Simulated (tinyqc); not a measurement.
# AlGaN/GaN HEMT with access regions, lumped model: what changes with what

A polarisation-induced electron sheet under a Schottky gate, in series with two ungated access regions and contacts. Drift law v = mu E/(1 + mu E/vs) under the gate. Currents in mA/mm, resistances in ohm mm. No self-heating, no channel-length modulation; fits for polarisation, barrier and offset are chosen for the exercise.

Inputs (values chosen for the exercise); values close to those of AlGaN/GaN structures: aluminium share of the barrier x = 0.33; barrier thickness d = 18 nm; relative permittivity of barrier and channel eps_r = 9.4; channel mobility mu = 1200 cm^2/(V s); saturation velocity vs = 1.6e7 cm/s; gate length Lg = 0.5 um; source access length Ls = 1.5 um; drain access length Ld = 4 um; resistance of each contact Rc = 0.3 ohm mm; share of the drain-access electrons removed by traps ft = 0.17; gate voltage Vg = -1 V; critical field Ec = 3 MV/cm; depth over which the depleted charge spreads te = 0.44 um; relative permittivity of that insulator ei = 3.9.

Constants: q = 1.602176634e-19 C, eps0 = 8.8541878128e-14 F/cm where lengths are in cm. Results are converted to the units shown.

Each table varies one quantity; the others keep the values above.

## Effect of the barrier thickness

sigma = (5e13 x + 1.6e13 x^2) cm^-2, phiB = 0.84 + 1.3 x, dEc = 0.7 (1.71 x + x^2) in volts, Cb = eps0 eps_r/d, VT = phiB - dEc - q sigma/Cb, access density n0 = -Cb VT/q. Access resistance R(L, n) = L/(q mu n sqrt(1 - (I/(q n vs))^2)); Rs = Rc + R(Ls, n0), Rd = Rc + R(Ld, (1 - ft) n0). Vg' = Vg - I Rs, Vd' = Vd - I (Rs + Rd); with u = Vg' - VT, Vc = vs Lg/mu and w the smaller of Vd' and Vc [sqrt(1 + 2 u/Vc) - 1] (0 if negative), the channel gives (mu Cb/Lg)(u w - w^2/2)/(1 + w/Vc). I equals that channel current. Isat is I at Vd = 10 V, gm = dIsat/dVg, Ron the limit of Vd/I at small Vd.

Result of one run:

| d (nm) | VT (V) | n0 (cm^-2) | Ron (ohm mm) | Isat (mA/mm) | gm (mS/mm) |
|---|---|---|---|---|---|
| 14 | -4.119 | 1.528e13 | 2.975 | 1022 | 399.3 |

What becomes of these results when the barrier thickness d is changed from 14 to 8 nm, all else the same?

Result of the changed run:

| d (nm) | VT (V) | n0 (cm^-2) | Ron (ohm mm) | Isat (mA/mm) | gm (mS/mm) |
|---|---|---|---|---|---|
| 8 | -2.012 | 1.306e13 | 3.512 | 330.9 | 437.7 |

The whole series:

| d (nm) | VT (V) | n0 (cm^-2) | Ron (ohm mm) | Isat (mA/mm) | gm (mS/mm) |
|---|---|---|---|---|---|
| 8 | -2.012 | 1.306e13 | 3.512 | 330.9 | 437.7 |
| 11 | -3.065 | 1.447e13 | 3.137 | 706.3 | 431.0 |
| 14 | -4.119 | 1.528e13 | 2.975 | 1022 | 399.3 |
| 18 | -5.523 | 1.594e13 | 2.861 | 1362 | 355.8 |
| 22 | -6.928 | 1.636e13 | 2.795 | 1632 | 318.2 |
| 27 | -8.684 | 1.671e13 | 2.743 | 1901 | 279.9 |
| 33 | -10.79 | 1.699e13 | 2.704 | 2154 | 244.1 |

As d goes from 8 to 33 nm, Ron falls from 3.51 to 2.70 ohm mm, Isat rises from 331 to 2150 mA/mm and gm falls from 438 to 244 mS/mm. VT falls from -2.01 to -10.8 V. For d = 11 to 33 nm the power passes 5 W/mm, where self-heating, left out here, lowers the current. At d = 33 nm the barrier is thick and rich enough in aluminium to relax or crack.

## Effect of the share of the drain-access electrons removed by traps

Same model as above.

The same in every row: VT (V) = -5.523; n0 (cm^-2) = 1.594e13.

Effect of the share of the drain-access electrons removed by traps:

| ft | Ron (ohm mm) | Isat (mA/mm) | gm (mS/mm) |
|---|---|---|---|
| 0 | 2.594 | 1362 | 355.8 |
| 0.1 | 2.739 | 1362 | 355.8 |
| 0.2 | 2.920 | 1362 | 355.8 |
| 0.3 | 3.153 | 1362 | 355.8 |
| 0.4 | 3.464 | 1362 | 355.8 |
| 0.5 | 3.899 | 1362 | 355.8 |
| 0.6 | 4.552 | 1328 | 83.09 |
| 0.7 | 5.639 | 1035 | 8.073 |

What does the table show?

As ft goes from 0 to 0.7, Ron rises from 2.59 to 5.64 ohm mm, Isat falls from 1360 to 1040 mA/mm and gm falls from 356 to 8.07 mS/mm. The ceiling Cb vs is 740 mS/mm. In every row the power passes 5 W/mm, where self-heating, left out here, lowers the current. For ft = 0.6 to 0.7 the gated channel is not yet saturated at 10 V, because the access regions take the voltage, and gm drops.

## Field plate: effect of the insulator under the field plate

Off state: a depleted stretch that holds the voltage V has the peak field sqrt(k V), k = 2 q n0/(eps0 eps_r te), so one edge holds V1 = Ec^2/k. The sheet under the plate pinches off at Vf = q n0 (1/Cb + tf/(eps0 ei)); beyond it the gate edge is screened. BV = V1 if Vf >= V1, else Vf + V1, and at most Ec Ld.

The same in every row: V1 (V) = 64.527; Ec Ld (V) = 1200.0.

Result of one run:

| tf (nm) | Vf (V) | BV (V) |
|---|---|---|
| 39 | 34.367 | 98.894 |

What becomes of these results when the insulator under the field plate tf is changed from 39 to 86 nm, all else the same?

Result of the changed run:

| tf (nm) | Vf (V) | BV (V) |
|---|---|---|
| 86 | 69.128 | 64.527 |

The whole series:

| tf (nm) | Vf (V) | BV (V) |
|---|---|---|
| 8 | 11.440 | 75.967 |
| 12 | 14.398 | 78.925 |
| 18 | 18.836 | 83.363 |
| 26 | 24.752 | 89.279 |
| 39 | 34.367 | 98.894 |
| 58 | 48.419 | 112.95 |
| 86 | 69.128 | 64.527 |
| 130 | 101.67 | 64.527 |

BV goes from 76.0 through a maximum of 113 (at tf = 58 nm among the rows listed) to 64.5 V. The plate helps (Vf < V1) in 6 of the 8 rows, and the access length caps BV in 0. The best thickness makes Vf just under V1, tf = 79.8 nm, where both edges reach Ec together and BV nears 2 V1.

Numbers from tinyqc (`OMP_NUM_THREADS=1 python tinyqc.py 2570043 2570044 out.jsonl`; about 0.01 s on one thread of a shared Intel Xeon 2.30GHz).
